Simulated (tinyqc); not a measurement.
Growth with time: grain growth, pinning, strength and diffusional creep of a polycrystal or thin film. Computed by tinyqc, a small Python program. Command: `OMP_NUM_THREADS=1 python tinyqc.py 3021588 3021589 out.jsonl grain walk`. One thread of a shared host (Intel(R) Xeon(R) Processor @ 2.30GHz), about 0.01 s of CPU time with the checks.

One mean grain size d describes the structure.

Inputs (values chosen for the exercise, modelled on aluminium):
```
quantity                                    value       unit
boundary energy gamma                        0.35      J/m^2
mobility prefactor M0                     0.00045  m^4/(J s)
activation energy of boundary motion Q_m     1.16         eV
anneal temperature T                          419          K
initial grain size d0                          87         nm
particle volume fraction f                0.00069          -
particle radius r                             5.7         nm
film thickness h                              330         nm
surface energy gamma_s                       0.74      J/m^2
```

Sample: thin film on a substrate.

Constants: k_B = 8.617333262e-05 eV/K.

Method. M = M0 exp(-Q_m/(k_B T)). The driving pressure is 2 gamma/d. Zener pinning pressure 3 f gamma/(2 r) stops growth at d_Z = 4 r/(3 f). Grooves where boundaries meet the surface have the angle theta = arcsin(gamma/(2 gamma_s)) and are taken to stop growth at d_h = h/(2 theta), a few film thicknesses; the limit is 1/d_lim = 1/d_Z + 1/d_h. dd/dt = 2 M gamma (1/d - 1/d_lim) integrates to 2 M gamma t = d_lim (d0 - d) + d_lim^2 ln[(d_lim - d0)/(d_lim - d)]; without pinning d^2 = d0^2 + 4 M gamma t.

limit d_lim = 650.302 nm

mobility M = 5.01886e-18 m^4/(J s)

At T:
```
t (s)   free growth (nm)  pinned growth (nm)  d/d_lim
180                 94.0               93.05  0.14309
600                108.6              105.63  0.16244
1800               142.2              134.26  0.20646
6000               223.0              199.58  0.30690
18000              366.1              301.55  0.46371
60000              655.1              456.41  0.70184
180000            1128.0              592.24  0.91071
600000            2055.1              648.68  0.99750
```

What does the comparison show, and why?

The apparent exponent d ln d/d ln t of the pinned growth is at most about 0.38, below the ideal 1/2, and falls to 0.076 in the last rows: the initial size hides the law early and pinning hides it late.
